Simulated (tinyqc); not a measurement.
Inside a calculation. Method: tight binding, kagome lattice. Computed by tinyqc, a small Python program that keeps every step. Settings: t1 = 0.96, t2 = 1.85, delta = -0.92, bands filled = 1. Command: `OMP_NUM_THREADS=1 python tinyqc.py 20514 20515 out.jsonl` (the two numbers bound the seeds that draw the settings). One thread of a shared host (Intel(R) Xeon(R) Processor @ 2.60GHz), about 0.01 s of CPU time with the checks.

## Bloch Hamiltonian at k

Parameters chosen for this model:
```
parameter      value                unit
t1          0.960000    eV, up triangles
t2          1.850000  eV, down triangles
delta      -0.920000        eV on site C
```

k point k (fractions of the reciprocal vectors): [0.040000, 0.000000]

H_AB = -t1 - t2 exp(-i k.a1), H_AC = -t1 - t2 exp(-i k.a2), H_BC = -t1 - t2 exp(i k.(a1 - a2)), H_CC = delta.

H(k) at k (eV), order A, B, C:
```
[[0.000000, -2.751879+0.460076i, -2.810000],
 [-2.751879-0.460076i, 0.000000, -2.751879-0.460076i],
 [-2.810000, -2.751879+0.460076i, -0.920000]]
```

## Levels at k

Diagonalise the Hermitian matrix.

eigenvalues (eV): [-5.923792, 2.213499, 2.790294]

weights |c|^2 of the basis functions, order A, B, C:
```
[[0.308239, 0.180783, 0.510979],
 [0.306665, 0.204558, 0.488777],
 [0.385096, 0.614659, 0.000245]]
```

## Bloch Hamiltonian at K

k point K (fractions of the reciprocal vectors): [0.333333, 0.666667]

As before.

H(k) at K (eV), order A, B, C:
```
[[0.000000, -0.035000+1.602147i, -0.035000-1.602147i],
 [-0.035000-1.602147i, 0.000000, -0.035000+1.602147i],
 [-0.035000+1.602147i, -0.035000-1.602147i, -0.920000]]
```

## Levels at K

As before.

eigenvalues (eV): [-3.102067, -0.366956, 2.549023]

weights |c|^2 of the basis functions, order A, B, C:
```
[[0.271786, 0.347443, 0.380771],
 [0.271786, 0.347443, 0.380771],
 [0.456428, 0.305114, 0.238458]]
```

## Bands along a path

The same steps at evenly spaced points between the labelled ones.

Bands along the path (eV):
```
k             band 1     band 2    band 3
G          -5.949755   2.219755  2.810000
G-K 0.33   -5.355220   1.710369  2.724851
G-K 0.67   -3.944619   0.379077  2.645543
K          -3.102067  -0.366956  2.549023
K-M 0.33   -3.329269  -0.074881  2.484150
K-M 0.67   -3.614642   0.273626  2.421016
M          -3.729572   0.417253  2.392319
M-K' 0.33  -3.614642   0.273626  2.421016
M-K' 0.67  -3.329269  -0.074881  2.484150
K'         -3.102067  -0.366956  2.549023
```

With 1 band(s) filled, the highest filled level on these points lies at K and the lowest empty one at K: a gap of 2.7351 eV, direct.
